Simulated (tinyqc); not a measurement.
RHF in the 3-21g basis, for H-, spin multiplicity 1, step by step. The basis has no diffuse functions, so it cannot describe the extra electron: this is an exercise in the method, not the real anion. One step of it, computed by the program tinyqc.

Task: Iteration 2: diagonalisation and new density. Diagonalise F' = X^T F X, C = X C', fill 1 alpha and 1 beta electrons from the bottom; D = 2 C_occ C_occ^T. Each column has its largest component positive (the first on a tie).

Fock matrix F (hartree), order 1H 1s, 1H 2s:
```
[[0.754660, -0.113893],
 [-0.113893, 0.116521]]
```

X, order 1H 1s, 1H 2s:
```
[[1.229980, -0.450512],
 [-0.450512, 1.229980]]
```

Give: F' = X^T F X; orbital energies; coefficients C; D after iteration 2.

Result:

F' = X^T F X (hartree):
```
[[1.2916, -0.6782],
 [-0.6782, 0.4557]]
```

orbital energies (hartree): [0.0770, 1.6702]

coefficients C, order 1H 1s, 1H 2s:
```
[[0.2063, 1.2935],
 [0.8543, -0.9930]]
```

D after iteration 2, order 1H 1s, 1H 2s:
```
[[0.0851, 0.3524],
 [0.3524, 1.4596]]
```
